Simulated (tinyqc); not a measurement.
# Changing the grain size L

Model: grain-boundary trapping model (Seto) of a polycrystalline semiconductor film. Computed by tinyqc, a small Python program. Command: `OMP_NUM_THREADS=1 python tinyqc.py 3007270 3007271 out.jsonl poly sweep`. One thread of a shared host (Intel(R) Xeon(R) Processor @ 2.30GHz), about 0.01 s of CPU time with the checks.

Grains of equal size L are joined by thin boundaries with one trap level. Trapped carriers deplete a width W on each side and raise a barrier, crossed by thermionic emission. Dopants are fully ionised, statistics are non-degenerate and mu_g does not depend on T.

Inputs (values chosen for the exercise, modelled on polycrystalline silicon): permittivity eps = 11.7; effective mass m = 0.41 m_0; effective density of states at 300 K, N_c = 2e+19 1/cm^3; trap density Q_t = 1.9e+12 1/cm^2; trap level E_t below the band edge = 0.41 eV; doping N = 2.6e+16 1/cm^3; temperature T = 400 K.

Grain interior: neglected.

Constants: k_B = 8.617333262e-05 eV/K; e = 1.602176634e-19 C; eps_0 = 8.8541878128e-12 F/m; m_0 = 9.1093837015e-31 kg; k_B = 1.380649e-23 J/K.

Method. N_c(T) = N_c (T/300 K)^(3/2). Filled traps Q = Q_t/(1 + (1/2) exp((E_t* - E_F)/k_B T)), where E_t* = e V_B - E_t and E_F are counted from the band edge at the grain centre. Partial depletion: Q = 2 N W, V_B = e N W^2/(2 eps eps_0), E_F = k_B T ln(N/N_c); solve for W. If that W would exceed L/2 the grain is fully depleted: W = L/2, Q = N L, and E_F follows from the trap equation. Centre density n_0 = N_c exp(E_F/k_B T). Boundary: sigma_b = L e^2 n_0 exp(-e V_B/k_B T)/sqrt(2 pi m k_B T); rho = 1/sigma_b. Mean carrier density n_av = n_0 [(1 - 2W/L) + (2W/L) (sqrt(pi)/2) erf(y)/y], y = sqrt(e V_B/k_B T); effective mobility 1/(e n_av rho).

One run for each value:
```
grain size L (nm)  resistivity rho (ohm cm)  barrier V_B (V)  effective mobility (cm^2/(V s))  depletion width W (nm)
10                                3.041e+04        5.026e-04                            139.4                     5.0
18                                9.282e+03        1.629e-03                            245.4                     9.0
32                                2.879e+03        5.147e-03                            407.3                    16.0
56                                9.079e+02        1.576e-02                            575.8                    28.0
100                               2.661e+02        5.026e-02                            489.0                    50.0
180                               7.172e+01        1.629e-01                             55.3                    90.0
320                               3.274e+01        2.213e-01                             12.8                   104.9
560                               1.871e+01        2.213e-01                             17.0                   104.9
1000                              1.048e+01        2.213e-01                             26.5                   104.9
```

Over the rows, resistivity rho (ohm cm) falls from 30400 to 10.5 (exponent d ln y / d ln x -2.0 between the first rows and -1.00 between the last); barrier V_B (V) rises from 5.03e-4 to 0.221, flat over part of the range; effective mobility (cm^2/(V s)) lies between 12.8 and 576 without a single trend. At the low end the exponent of barrier V_B is 2.00, close to 2: full depletion. At the high end the exponent of barrier V_B is 0.00, close to 0: partial depletion.

Caution (rows 10.0, 18.0, 32.0, 56.0, 100): the barrier is below 2 k_B T, so scattering inside the grains, left out here, also limits the real mobility. Caution (rows 180): n_0 is not small against N, so full depletion is a rough description.

Extremes, crossings and ranges named in words are read from the listed rows.
